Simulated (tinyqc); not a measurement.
# Frequency dispersion of an accumulation capacitance by border traps, distributed model: what changes with what

Traps spread evenly through the insulator exchange electrons with the semiconductor by tunnelling, with tau(x) = t0 exp(2 ka x) at depth x from the interface. The admittance per area Y seen at depth x obeys dY/dx = -Y^2/(i w eps0 eox) + q Nb ln(1 + i w tau)/tau, with Y(0) = i w Cs and w = 2 pi f; the gate sees Y(tox) = G + i w C. Working variable y = Y/(i w), in uF/cm^2. Cox = eps0 eox/tox.

Parameters, values chosen for the exercise; permittivity close to that of zirconium oxide: relative permittivity of the insulator eox = 22.5; insulator thickness tox = 7.7 nm; semiconductor capacitance in accumulation Cs = 1.6 uF/cm^2; density of border traps Nb = 1.3e20 cm^-3 eV^-1; decay constant of the wave function in the insulator ka = 4.8 1/nm; time constant of a trap at the interface t0 = 1e-11 s; frequency f = 1e6 Hz.

Constants: q = 1.602176634e-19 C, eps0 = 8.8541878128e-14 F/cm where lengths are in cm. Results are converted to the units shown.

Each table varies one quantity; the others keep the values above.

## Capacitance and loss against frequency

Cox; trap-free value 1/(1/Cox + 1/Cs); response depth d = ln(1/(w t0))/(2 ka), where w tau = 1; lumped estimate: all traps within d act as C_bt = q Nb d placed at d/2, so C = 1/{1/[1/(1/Cs + d/(2 eps0 eox)) + C_bt] + (tox - d/2)/(eps0 eox)}. C and G from a fine integration; dispersion -d C/d log10 f over C, from f times and over 1.1. For a broad spread of time constants G/w is close to -(pi/2) dC/d ln w.

The same in every row: trap-free C (uF/cm^2) = 0.9886.

Results:
```
f (Hz)  d (nm)  C (uF/cm^2)  G/w (uF/cm^2)  dispersion (% a decade)  -(pi/2) dC/d ln w (uF/cm^2)  lumped C (uF/cm^2)
10       2.207        2.113        0.06298                    4.363                      0.06289               2.016
100      1.967        2.021        0.06316                    4.574                      0.06305               1.937
1000     1.727        1.928        0.06406                    4.861                      0.06393               1.854
10000    1.488        1.833        0.06582                    5.251                      0.06566               1.766
1e6      1.008        1.632        0.07273                    6.510                      0.07247               1.572
1e7     0.7680        1.522        0.07858                    7.537                      0.07823               1.461
```

Estimate the missing row, f = 1e5 Hz.

Computed row:
```
f (Hz)  d (nm)  C (uF/cm^2)  G/w (uF/cm^2)  dispersion (% a decade)  -(pi/2) dC/d ln w (uF/cm^2)  lumped C (uF/cm^2)
1e5      1.248        1.735        0.06861                    5.781                      0.06841               1.673
```

With this row back in the table: C falls from 2.113 to 1.522 uF/cm^2, towards the trap-free 0.9886; each decade of frequency removes ln 10/(2 ka) = 0.240 nm from the response depth. The dispersion rises from 4.36 to 7.54 % a decade and G/w rises from 0.0630 to 0.0786 uF/cm^2. G/w stays at 1.00 times -(pi/2) dC/d ln w, the relation for a broad spread of time constants.

## Effect of the semiconductor capacitance in accumulation

Same model as above.

The same in every row: d (nm) = 1.008.

Effect of the semiconductor capacitance in accumulation:
columns A: Cs (uF/cm^2); B: C (uF/cm^2); C: G/w (uF/cm^2); D: dispersion (% a decade); E: -(pi/2) dC/d ln w (uF/cm^2); F: lumped C (uF/cm^2); G: trap-free C (uF/cm^2)
```
A         B        C      D        E      F       G
0.2   1.345   0.1059  11.46   0.1052  1.256  0.1856
0.39  1.393  0.09984  10.44  0.09921  1.310  0.3389
0.75  1.476  0.08999  8.893  0.08951  1.401  0.5814
1.4   1.599  0.07620  6.957  0.07589  1.536  0.9084
2.8   1.791  0.05707  4.662  0.05695  1.744   1.345
5.4   2.003  0.03911  2.859  0.03908  1.972   1.749
10    2.193  0.02596  1.734  0.02595  2.172   2.055
20    2.361  0.01663  1.031  0.01661  2.346   2.291
```

What does the comparison show, and why?

As Cs goes from 0.2 to 20, C rises from 1.34 to 2.36 uF/cm^2, the dispersion falls from 11.5 to 1.03 % a decade and G/w falls from 0.106 to 0.0166 uF/cm^2. The lumped estimate is 6.6 % below C in the first row and 0.62 % below it in the last. The same traps disperse C more when Cs is small, since they then add to the weaker series term.

Numbers from tinyqc (`OMP_NUM_THREADS=1 python tinyqc.py 2202235 2202236 out.jsonl`; about 0.5 s on one thread of a shared Intel Xeon 2.30GHz).
